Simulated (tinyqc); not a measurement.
From results back to parameters: static screening by free carriers. Two cases, with inputs chosen for the exercise.

Problem. At zero temperature the gas shows Friedel oscillations of period pi/kF and a Thomas-Fermi length 1/qTF; n and m are hidden.

kF = (3 pi^2 n/Mv)^(1/3), EF = c kF^2/m with c = hbar^2/2m0, n in 1/angstrom^3 (1e-24 per 1/cm^3), e2 = e^2/(4 pi eps0). Thomas-Fermi: qTF^2 = 6 pi e2 n/(eps EF). Debye: qD^2 = 4 pi e2 n/(eps kB T).

Constants: hbar^2/2m0 = 3.80998211 eV angstrom^2; e^2/(4 pi eps0) = 14.39964547 eV angstrom.

Case 1.

Values chosen (out of a larger set: near those of InAs; not measured data): Mv = 1 (valleys); eps = 15 (background dielectric constant).

period = 352.051 angstrom
1/qTF = 163.606 angstrom

Case 2.

Values chosen (out of a larger set: a free-electron density near that of Al; not measured data): Mv = 1 (valleys); eps = 1 (background dielectric constant).

period = 1.80525 angstrom
1/qTF = 0.488696 angstrom

Find: kF; n; m.

Solution. kF = pi/period and n = Mv kF^3/(3 pi^2); qTF^2 = 2 e2 Mv m kF/(pi eps c) then gives m.

Case 1.

kF = 0.008924 1/angstrom
n = 2.40e+16 1/cm^3
m = 0.026 m0

Case 2.

kF = 1.740 1/angstrom
n = 1.78e+23 1/cm^3
m = 1.000 m0

Computed by tinyqc, one run a case: `OMP_NUM_THREADS=1 python tinyqc.py N N+1 out.jsonl` with N = 1652440, 1652501; one thread of a shared Intel(R) Xeon(R) Processor @ 2.30GHz, about 0.01 s a run at most.
